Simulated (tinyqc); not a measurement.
Worked calculation: overlap of hydrogenic dopants: pairs, impurity band and the Mott density. Values are carried at full precision from step to step, so a last printed digit may differ when a step is redone from the rounded ones.

Ry* = Ry m/eps^2, aB = a0 eps/m. For 1s orbitals a distance rho = R/aB apart, in Ry*: overlap S = exp(-rho)(1 + rho + rho^2/3), J = (2/rho)(1 - (1 + rho) exp(-2 rho)) (attraction to the other ion), Kx = 2 (1 + rho) exp(-rho) (exchange of one electron). One electron on a pair has E = -1 - (J +/- Kx)/(1 +/- S), without the repulsion 2/rho of the ions. Hopping after orthogonalisation: t = (Kx - S J)/(1 - S^2), half the splitting. Dopants on a lattice with z neighbours, n = (3 sqrt3/4)/R^3 (bcc), give a band of width B = 2 z t, as on any lattice of two interpenetrating sublattices. Valleys, central cells and disorder are left out.

Constants: Ry = 13.60569312 eV; a0 (Bohr radius) = 0.5291772105 angstrom; hbar = 6.58211957e-16 eV s.

Parameters, chosen for this exercise (an isotropic mass and dielectric constant of the size used for donors in SiC; not measured data): m = 0.422 m0 (mass); eps = 9.5 (dielectric constant); N = 0.018 1/aB^3 (dopant density); rho = 2.4 aB (distance of a pair); u = 0.945 Ry* (cost of a second electron on one dopant); z = 8 (neighbours in the dopant lattice).

## Scales

Form Ry*, aB, and the density N in 1/cm^3 (1/angstrom^3 = 1e24/cm^3).

Ry* = 63.619 meV
aB = 11.913 angstrom
density = 1.065e+19 1/cm^3

## A pair with one electron

Form S, J, Kx, the two levels, t, and the total energy of the lower state with the repulsion, relative to a distant pair (-1).

S, J, Kx: 0.48262  0.81002  0.61688

levels (Ry*): even -1.96242, odd -1.37329

t = 0.29456 Ry*
energy of the pair against a distant one (negative: bound) = -0.12908 Ry*

In this host the pair is 2.9 nm long and its splitting 2t is 37.48 meV.

## The pair with two electrons (two-site Hubbard model)

t is the hopping between the two dopants. Singlet at (u - sqrt(u^2 + 16 t^2))/2 below the triplet at 0; estimate 4 t^2/u; weight of double occupancy (1 - u/sqrt(u^2 + 16 t^2))/2; swap time pi hbar/Jx with Jx the splitting in eV. t and u are in units of Ry*.

singlet-triplet splitting (meV): exact 17.98, 4 t^2/u 23.37

double occupancy = 0.1872
swap time = 0.115 ps

The estimate is 29.9 % too high at 4t/u = 1.25.

## The impurity band at this density

Form R/aB, t, B = 2 z t and N^(1/3) aB. Two estimates of the gap between the Hubbard bands: u - B (rigid bands, closing at B = u) and the Hubbard-III rule, which closes at B = (2/sqrt3) u; give B/u.

R/aB = 4.1634
t = 0.08133 Ry*

B: in Ry* 1.301, in meV 82.787

N^(1/3) aB = 0.2621
B/u = 1.377

Both rules close the gap: a metal (at such spacings hopping beyond nearest neighbours, left out, counts too). Mott's screening rule, N^(1/3) aB = 0.26, puts this density at its limit, barely on the metallic side.

## Checks

- Overlap S against numerical integration in elliptic coordinates: both 0.48262.

Program tinyqc; command `OMP_NUM_THREADS=1 python tinyqc.py 1482380 1482381 out.jsonl`; about 0.01 s on one thread of a shared Intel(R) Xeon(R) Processor @ 2.30GHz.
